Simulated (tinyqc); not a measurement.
A run and its error bars: classical Heisenberg spin chain: exact results, Metropolis, heat-bath and over-relaxation steps, and a Monte Carlo run. Computed by tinyqc, a small Python program. Command: `OMP_NUM_THREADS=1 python tinyqc.py 3130005 3130006 out.jsonl heismc walk`. One thread of a shared host (Intel(R) Xeon(R) Processor @ 2.30GHz), about 0.3 s of CPU time with the checks.

E = -J sum_i s_i . s_(i+1) for unit vectors s_i on an open chain; K = J/(k_B T).

Inputs (values chosen for the exercise, for a model chain of large moments):
```
quantity                     value  unit
coupling J                     -13   meV
temperature T                 45.5     K
moment mu                        3  mu_B
length N of the open chain       8     -
seed                        784107     -
```

Update: heat bath with over-relaxation.

Constants: k_B = 8.617333262e-05 eV/K; mu_B = 5.7883818060e-05 eV/T.

Method:
- Each bond angle is independent, so u = <s_i . s_(i+1)> = coth K - 1/K, <s_i . s_(i+n)> = u^n, correlation length xi = -1/ln|u|, energy per bond -J u, heat capacity per bond c/k_B = 1 - K^2/sinh^2 K, and for the long chain chi = mu^2 (1 + u)/(3 k_B T (1 - u)) per spin.
- For N spins, <|sum s|^2>/N = (1 + u)/(1 - u) - 2 u (1 - u^N)/(N (1 - u)^2); the long chain has (1 + u)/(1 - u), chi over the Curie value, and the difference is relative to it.
- From the ordered state (alternating for J < 0), with each spin drawn from exp(h . s), h = K x sum of neighbours, 200 sweeps are discarded and 1600 recorded (even and odd sites in turn, each heat-bath sweep followed by two sweeps of reflections; random numbers not printed, so these rows are one sample). Errors are the scatter of block means over sqrt(number of blocks).

K = -3.31558

u = -0.701034

<|sum s|^2>/N = 0.232792

Blocking:
```
block length  mean bond product      error  <|sum s|^2>/N      error
1                      -0.69801  0.0026869        0.23223  0.0047327
4                      -0.69801  0.0031163        0.23223  0.0048233
16                     -0.69801  0.0031840        0.23223  0.0045787
40                     -0.69801  0.0025081        0.23223  0.0043062
80                     -0.69801  0.0024258        0.23223  0.0039011
```

What does the comparison show, and why?

With blocks of 40 the bond product is 1.2 error bars from the exact u = -0.7010, and <|sum s|^2>/N is 0.1 from the exact 0.233. Blocking to 40 changes the two errors by factors 0.9 and 0.9.
